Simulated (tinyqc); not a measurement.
# Gain factor and gap resistance from two string resistances

Question. At small bit-line voltage each of the 48 cells has the resistance 1/(K x) at overdrive x (no mobility reduction) in series with a gap resistance Rg. Find K, Rg and the share of the gaps at the higher overdrive.

resistance of a string of 48 equal cells at overdrives of 3 and 8.1 V (kohm): [1984, 1581.0370]

Solution. The resistance per cell is a straight line in 1/x with slope 1/K and intercept Rg.

K = 25.00 uA/V^2
Rg = 28.00 kohm
share of the gaps = 85.01 %

tinyqc, about 0.6 s, one thread, Intel Xeon 2.30GHz (shared host): `OMP_NUM_THREADS=1 python tinyqc.py 2142188 2142189 out.jsonl`
